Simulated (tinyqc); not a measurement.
Inside a calculation. Method: Hubbard ring of 4 sites. One step of it, computed by the program tinyqc.

Problem. Mean-field iteration 1. H(up) = T + U n(down), H(down) = T + U n(up); fill the lowest levels; n(new) = n + mixing (n(out) - n); E = tr T (rho up + rho down) + U sum n_up n_down of the output.

one-body matrix (hopping and site energies) (eV), lower triangle:
```
           1          2          3         4
1   0.930000
2  -0.920000  -0.220000
3   0.000000  -0.920000   0.970000
4  -0.920000   0.000000  -0.920000  0.060000
```

U = 4.500000 eV

electrons, up and down: 2  2

mixing = 0.200000

n(up) at the start (a guess, not normalised): 1 0.800000, 2 0.200000, 3 0.800000, 4 0.200000

n(down) at the start (a guess): 1 0.200000, 2 0.800000, 3 0.200000, 4 0.800000

Give: levels, up; levels, down; energy; n(up) after iteration 1; n(down) after iteration 1.

Solution.

levels, up (eV): 0.6621  1.8502  3.5104  4.7172

levels, down (eV): 0.0435  0.8410  4.5496  5.3060

energy = 0.3962 eV

n(up) after iteration 1: 1 0.8110, 2 0.1923, 3 0.8101, 4 0.1866

n(down) after iteration 1: 1 0.1746, 2 0.8265, 3 0.1743, 4 0.8247
